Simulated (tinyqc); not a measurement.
Deep-level transient spectroscopy: one step of the calculation.

Schottky contact on an n-type layer with shallow donors Nd (all ionised) and a donor-like deep trap, neutral when filled and positive when empty; depletion approximation. Traps within lam of the depletion edge stay filled. A long pulse to Vp fills the traps beyond x1 = Wp - lam; back at Vr those between x1 and x2 = Wr - lam emit. A rate window reads S = C(t2) - C(t1).

Task. Emission rate and rate window. Emission rate en = sn vth(T) Nc(T) exp(-Et/kB T) = sn g T^2 exp(-Et/kB T), g = vth Nc/(300 K)^2, as vth goes as T^0.5 and Nc as T^1.5 (degeneracy factor 1). For an exponential transient S peaks where en = ew = ln(t2/t1)/(t2 - t1).

Parameters, values chosen for the exercise; material values close to those of indium phosphide:
- Nc = 5.77e17 cm^-3 (conduction-band density of states at 300 K)
- vth = 4.2e7 cm/s (thermal velocity at 300 K)
- Et = 0.44 eV (depth of the trap below the conduction edge)
- sn = 1.9e-16 cm^2 (capture cross-section)
- t1 = 1 ms (first sampling time)
- t2 = 2 ms (second sampling time)
- T = 336 K (temperature of the transient)

Constants: q = 1.602176634e-19 C, kB = 1.380649e-23 J/K. Results are converted to the units shown.

Find: g; en; 1/en; ew.

Result.

g = 2.693e20 cm^-2 s^-1 K^-2
en = 1452 1/s
1/en = 0.6888 ms
ew = 693.1 1/s

Program tinyqc, `OMP_NUM_THREADS=1 python tinyqc.py 2050074 2050075 out.jsonl`; Intel Xeon 2.30GHz, shared host, one thread, about 0.01 s.
